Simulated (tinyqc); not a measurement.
Changing the exchange current of the suppressed surface i_0: bottom-up copper filling of a trench by curvature-enhanced accelerator coverage. Computed by tinyqc, a small Python program. Command: `OMP_NUM_THREADS=1 python tinyqc.py 3028875 3028876 out.jsonl superfill sweep`. One thread of a shared host (Intel(R) Xeon(R) Processor @ 2.30GHz), about 0.1 s of CPU time with the checks.

A rectangular trench keeps vertical walls and a flat floor. An accelerator floats on the surface; where area is lost in the corners it is passed on to the floor.

Inputs (values chosen for the exercise, close to those used for damascene copper plating): trench width w = 51 nm; aspect ratio h/w = 2.6; exchange current of the accelerated surface i_1 = 1.4 mA/cm^2; transfer coefficient alpha = 0.46; overpotential eta = 0.18 V; starting coverage theta_0 = 0.046; adsorption rate k_a = 0 1/s; cupric ion concentration C = 0.31 mol/l; diffusivity D = 4.2e-06 cm^2/s; boundary layer delta = 60 um; temperature T = 298 K.

Constants: e = 1.602176634e-19 C; N_A = 6.02214076e+23 1/mol; k_B = 8.617333262e-05 eV/K.

Method. Kinetic current i_k = [i_0 (1 - theta) + i_1 theta] exp(alpha eta/(k_B T)), limit i_L = 2 F D C/delta, i = 1/(1/i_k + 1/i_L); velocity v = i Omega/(2F), Omega = 7.11 cm^3/mol, F = e N_A. Depletion inside the trench is ignored. Half width x, floor height y, depth h = aspect ratio x w. dx/dt = -v_s, dy/dt = v_b. d theta_b/dt = k_a (1 - theta_b) + [theta_s v_b + theta_b v_s]/x: the floor takes the accelerator of the wall it covers and keeps its own as it narrows. d theta_s/dt = k_a (1 - theta_s). theta_b is capped at 1. Integrate (tolerance 1e-9) until the walls meet (x = 0.02 w/2) or the floor passes the original mouth y = h. Start: x = w/2, y = 0, theta_b = theta_s = theta_0. Height filled = y/h, opening left = x/(w/2).

One run for each value; columns: (1) exchange current of the suppressed surface i_0 (mA/cm^2); (2) ratio v(1)/v(theta_0); (3) share of the height filled from the floor; (4) opening left, as a share of w:
```
(1)       (2)      (3)   (4)
0.007  11.159  0.88774  0.02
0.014  10.240  0.81088  0.02
0.026   8.984  0.70961  0.02
0.050   7.243  0.57666  0.02
0.097   5.304  0.43976  0.02
0.190   3.553  0.32720  0.02
0.360   2.322  0.25523  0.02
0.700   1.496  0.21141  0.02
```

Over the rows, ratio v(1)/v(theta_0) falls from 11.2 to 1.50 (exponent d ln y / d ln x -0.12 between the first rows and -0.66 between the last); share of the height filled from the floor falls from 0.888 to 0.211 (exponent d ln y / d ln x -0.13 between the first rows and -0.28 between the last); opening left, as a share of w does not change. A stronger suppressor (smaller i_0) raises the contrast, until theta_0 i_1 outweighs i_0.

Caution (all rows): real profiles develop slanted corners, and accelerator is consumed; both are left out.
